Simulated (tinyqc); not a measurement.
Extended Hueckel theory, for BeH2+, step by step. The parameters take no account of the charge, which enters only through the electron count. Computed by tinyqc, a small Python program that keeps every step (integrals from PySCF). Settings: charge = 1, K = 1.75, weighted = 1, multiplicity = 2. Command: `OMP_NUM_THREADS=1 python tinyqc.py 30431 30432 out.jsonl` (the two numbers bound the seeds that draw the settings). One thread of a shared host (Intel(R) Xeon(R) Processor @ 2.60GHz), about 0.01 s of CPU time with the checks.

## Overlaps

Geometry (angstrom):
```
atom       x        y       z
Be    0.0000   0.0000  0.0000
H     0.0000   1.3950  0.0510
H     0.0000  -1.3990  0.0510
```

Parameters chosen for this run:
```
element  shell  Slater exponent  H_ii (eV)
H           1s           1.3000   -13.6000
Be          2s           0.9750   -10.0000
Be          2p           0.9750    -6.0000
```

Slater orbitals, each expanded in six Gaussians scaled to its exponent.

overlap S, order 1Be 2s, 1Be 2px, 1Be 2py, 1Be 2pz, 2H 1s, 3H 1s:
```
[[1.0000, 0.0000, 0.0000, 0.0000, 0.4346, 0.4333],
 [0.0000, 1.0000, 0.0000, 0.0000, 0.0000, 0.0000],
 [0.0000, 0.0000, 1.0000, 0.0000, 0.5299, -0.5290],
 [0.0000, 0.0000, 0.0000, 1.0000, 0.0194, 0.0193],
 [0.4346, 0.0000, 0.5299, 0.0194, 1.0000, 0.0246],
 [0.4333, 0.0000, -0.5290, 0.0193, 0.0246, 1.0000]]
```

## Wolfsberg-Helmholz matrix

diagonal H_ii (eV): [-10.0000, -6.0000, -6.0000, -6.0000, -13.6000, -13.6000]

K = 1.7500

H_ij = K' S_ij (H_ii + H_jj)/2 for i != j (the diagonal keeps H_ii), with K' = K + D^2 + D^4 (1 - K), D = (H_ii - H_jj)/(H_ii + H_jj), K = 1.75.

H (eV), order 1Be 2s, 1Be 2px, 1Be 2py, 1Be 2pz, 2H 1s, 3H 1s:
```
[[-10.0000, 0.0000, 0.0000, 0.0000, -9.0922, -9.0650],
 [0.0000, -6.0000, 0.0000, 0.0000, 0.0000, 0.0000],
 [0.0000, 0.0000, -6.0000, 0.0000, -9.7806, 9.7635],
 [0.0000, 0.0000, 0.0000, -6.0000, -0.3576, -0.3559],
 [-9.0922, 0.0000, -9.7806, -0.3576, -13.6000, -0.5863],
 [-9.0650, 0.0000, 9.7635, -0.3559, -0.5863, -13.6000]]
```

## Orbitals

valence electrons = 3

Solve H C = S C e through S^(-1/2); fill by pairs from the bottom, a degenerate level sharing its electrons equally; each orbital has its largest coefficient positive (the first on a tie).

orbital energies (eV): [-15.6513, -14.4409, -6.0089, -6.0000, 2.3067, 18.8515]

occupations: [2.0000, 1.0000, 0.0000, 0.0000, 0.0000, 0.0000]

coefficients, order 1Be 2s, 1Be 2px, 1Be 2py, 1Be 2pz, 2H 1s, 3H 1s:
```
[[0.3991, 0.0004, -0.0601, 0.0000, 1.1912, 0.0069],
 [0.0000, 0.0000, 0.0000, 1.0000, 0.0000, 0.0000],
 [0.0004, -0.2786, 0.0000, 0.0000, -0.0053, 1.5080],
 [0.0055, 0.0000, 0.9981, 0.0000, 0.0703, 0.0004],
 [0.4942, -0.5517, 0.0185, 0.0000, -0.7246, -0.9530],
 [0.4924, 0.5540, 0.0186, 0.0000, -0.7299, 0.9443]]
```

sum of one-electron energies = -45.7435 eV

## Mulliken analysis

P = C n C^T; charge = valence electrons (H 1, Be 2) minus the sum of (P S)_ii on the atom; overlap population = 2 sum P_ij S_ij between two atoms.

charges: [1.0986, -0.0503, -0.0483]

Overlap populations:
```
pair     value
2-1   0.506191
3-1   0.503949
3-2   0.008918
```
